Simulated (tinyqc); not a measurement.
Inside a calculation. Model: phonon transmission through an interface between two chains by Green functions. Computed by tinyqc, a small Python program that keeps every step. Command: `OMP_NUM_THREADS=1 python tinyqc.py 3006147 3006148 out.jsonl agf walk`. One thread of a shared host (Intel(R) Xeon(R) Processor @ 2.30GHz), about 0.01 s of CPU time with the checks. Intermediate numbers are printed to about 6 digits and carried at full precision; extremes and crossings named in words are read from the listed rows.

Two semi-infinite chains (masses m_1, m_2; springs k_1, k_2), motion along the chain. The central region holds the end atom of each chain and two interlayer atoms of mass m_b, joined by springs k_b. lambda = omega^2 in eV/(angstrom^2 u); nu = 15.6333042 THz x sqrt(lambda).

Inputs (values chosen for the exercise, for two model chains):
```
quantity,value,unit
mass m_1,42,u
spring k_1,3.65,eV/angstrom^2
mass m_2,49.1,u
spring k_2,6.46,eV/angstrom^2
junction spring k_b,6.46,eV/angstrom^2
interlayer mass m_b,107,u
probe frequency / lower band top,0.71,-
temperature T,20,K
```

Atoms in the interlayer: two.

Constants: nu for 1 eV/(angstrom^2 u) = 15.6333042 THz; h x 1 THz = 4.135667696 meV; k_B = 8.617333262e-05 eV/K; k_B = 1.380649e-23 J/K; h = 6.62607015e-34 J s.

## Band tops and impedances

nu_max = 15.6333042 THz x 2 sqrt(k/m); impedance Z = sqrt(k m); long-wave transmission 4 Z_1 Z_2/(Z_1 + Z_2)^2; the probe frequency is the given share of the lower band top.

band top of chain 1 = 9.21728 THz

band top of chain 2 = 11.3411 THz

Z_1 = 12.3814 sqrt(eV u)/angstrom

Z_2 = 17.8097 sqrt(eV u)/angstrom

long-wave transmission = 0.967673

probe frequency = 6.54427 THz

## Self-energies and the matrix at the probe frequency

In chain i, sin(q_i a/2) = nu/nu_max,i. An outgoing wave makes the next atom move as exp(i q_i a) times the end atom, so the lead adds the self-energy Sigma_i = -k_i exp(i q_i a) to the force-constant matrix; Gamma_i = -2 Im Sigma_i = 2 k_i sin(q_i a). A = lambda M - K - Sigma over the central atoms, with K_ii the sum of the springs at i, K_(i,i+1) = -k_b; G = inverse of A; transmission = Gamma_1 Gamma_2 |G_(first,last)|^2.

q_1 a = 1.57900 rad

q_2 a = 1.23020 rad

Gamma_1 = 7.29975 eV/angstrom^2

Gamma_2 = 12.1778 eV/angstrom^2

A (complex symmetric) (eV/angstrom^2):
```
,end of 1,layer 1,layer 2,end of 2
end of 1,-2.78007+3.64988i,6.46000,0.00000,0.00000
layer 1,6.46000,5.83012,6.46000,0.00000
layer 2,0.00000,6.46000,5.83012,6.46000
end of 2,0.00000,0.00000,6.46000,-2.15799+6.08890i
```

## Transmission at the probe frequency

The formulas are those given above.

G_(first,last) = -0.0584323-0.0414633i angstrom^2/eV

transmission = 0.456345

It is below the long-wave value 0.968.

## Thermal conductance

Landauer conductance G = k_B int tau(nu) x^2 e^x/(e^x - 1)^2 d nu, x = h nu/(k_B T), from 0 to the lower band top (240 Gauss-Legendre points in s from 0 to 1, nu = nu_top sin(pi s/2)); tau is the transmission, and its thermal mean is G over the value for tau = 1 in the same window; the quantum is g_0 = pi^2 k_B^2 T/(3 h).

conductance G = 16.8965 pW/K

thermal mean of the transmission = 0.892641

G/g_0 = 0.892641

## Transmission spectrum against simple models

Long-wave value 4 Z_1 Z_2/(Z_1 + Z_2)^2. Continuum estimate, with omega = sqrt(lambda): a slab of impedance Z_b = sqrt(k_b m_b) and phase p = omega x (number of interlayer atoms) x sqrt(m_b/k_b), tau = 4 Z_1 Z_2/[(Z_1 + Z_2)^2 cos^2 p + (Z_b + Z_1 Z_2/Z_b)^2 sin^2 p].

Transmission:
```
nu/nu_top,nu (THz),Green function,long-wave value,continuum estimate
0.05,0.46086,0.948541,0.967673,0.950529
0.15,1.38259,0.834794,0.967673,0.849730
0.25,2.30432,0.727238,0.967673,0.757557
0.35,3.22605,0.700556,0.967673,0.735555
0.45,4.14777,0.788424,0.967673,0.792622
0.55,5.06950,0.953454,0.967673,0.901028
0.65,5.99123,0.747163,0.967673,0.967521
0.75,6.91296,0.309903,0.967673,0.910872
0.85,7.83468,0.125073,0.967673,0.801364
0.92,8.47989,0.078208,0.967673,0.749004
0.98,9.03293,0.068496,0.967673,0.733468
```

The transmission starts at the impedance value 0.968 and vanishes at the lower band top, 9.22 THz, above which chain 1 has no states. It first falls below half of that value at nu/nu_top = 0.75. The continuum estimate is within 0.05 up to nu/nu_top = 0.45; it leaves out dispersion, and it puts the faces of the slab half a spring from its outer atoms.

## Conductance against temperature

The formulas are those given above.

Conductance:
```
T (K),G (pW/K),mean transmission,G/g_0,G for transmission 1 (pW/K)
1,0.915534,0.967354,0.967354,0.946431
5,4.54314,0.960058,0.960058,4.73216
20,16.8965,0.892641,0.892641,18.9286
50,38.1884,0.810468,0.806997,47.1189
100,60.2882,0.717302,0.637006,84.0486
200,73.0787,0.651369,0.386075,112.193
400,77.3947,0.628774,0.204438,123.088
800,78.5700,0.622646,0.103771,126.187
```

At 1 K G/g_0 = 0.967; as T goes to 0 it tends to the long-wave transmission, where only the impedances count. Towards high T all modes count more and more alike; at 800 K G is 78.6 pW/K and the mean transmission is 0.623, which is well below the low-T value.

Checks made by the program: low-frequency limit against the impedance formula (relative difference 8e-08); unitarity: Gamma_1 |G_11|^2 + Gamma_2 |G_1N|^2 = -2 Im G_11 (relative difference below 1e-10); conductance against a 1500-point midpoint sum (relative difference below 1e-10).
